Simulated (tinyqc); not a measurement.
Changing the etch time t: anisotropic wet etching of Si(100): plane rates, V-grooves, membranes and undercut. Computed by tinyqc, a small Python program. Command: `OMP_NUM_THREADS=1 python tinyqc.py 3021996 3021997 out.jsonl wetetch sweep`. One thread of a shared host (Intel(R) Xeon(R) Processor @ 2.30GHz), about 0.01 s of CPU time with the checks.

A long slot opens the mask on a (100) wafer. The floor etches at R100; (111) walls stand at theta = arctan(sqrt2) = 54.7356 degrees to the surface and recede at R111 along their normal.

Inputs (values chosen for the exercise, close to those used for tetramethylammonium hydroxide solutions):

| quantity | value | unit |
|---|---|---|
| prefactor k0 of the (100) rate | 7.7e+08 | um/min |
| activation energy of (100), E | 0.617 | eV |
| ratio (100)/(111) at 80 C | 26 | - |
| extra energy of (111), dE | 0.1 | eV |
| ratio (100)/oxide at 80 C | 5600 | - |
| extra energy of the oxide, dE_ox | 0.22 | eV |
| bath temperature T | 70 | C |
| width w (mask opening along <110>, or membrane width in the design step) | 8.5 | um |
| misalignment of the mask | 0.2 | degrees |

Constants: k_B = 8.617333262e-05 eV/K.

Method:
- R100 = k0 exp(-E/(k_B T)); a ratio given at 80 C scales as exp[(extra energy/k_B)(1/T - 1/353.15 K)]; R111 and R_ox follow by division.
- Temperatures in kelvin are T(C) + 273.15.
- A misaligned edge exposes ledges and adds R100 sin(misalignment) to the lateral rate (a simple estimate): u = R111/sin(theta) + R100 sin(misalignment). Top width W = w + 2 u t; floor width b = W - 2 z/tan(theta) = W - sqrt2 z. The floor lasts until b = 0, at t_V = w/(sqrt2 R100 - 2u); depth z = R100 t before t_V and W/sqrt2 after.

One run for each value:

| etch time t (min) | depth z (um) | top width W (um) | floor width b (um) |
|---|---|---|---|
| 1 | 0.668 | 8.562 | 7.6172 |
| 2 | 1.336 | 8.624 | 6.7345 |
| 4.1 | 2.739 | 8.754 | 4.8807 |
| 8.4 | 5.611 | 9.019 | 1.0849 |
| 17 | 6.754 | 9.551 | 0.0000 |
| 35 | 7.541 | 10.665 | 0.0000 |
| 71 | 9.115 | 12.891 | 0.0000 |
| 140 | 12.133 | 17.158 | 0.0000 |
| 290 | 18.692 | 26.434 | 0.0000 |
| 600 | 32.248 | 45.606 | 0.0000 |

What does the table show, and why?

Over the rows, depth z (um) rises from 0.668 to 32.2 (exponent d ln y / d ln x 1.00 between the first rows and 0.75 between the last); top width W (um) rises from 8.56 to 45.6 (exponent d ln y / d ln x 0.010 between the first rows and 0.75 between the last); floor width b (um) falls from 7.62 to 0, flat over part of the range. At the low end the exponent of depth z is 1.00, close to 1: the floor etches at a constant rate. The depth is R100 t while the floor lasts; after the V has closed only the slow undercut deepens the groove.
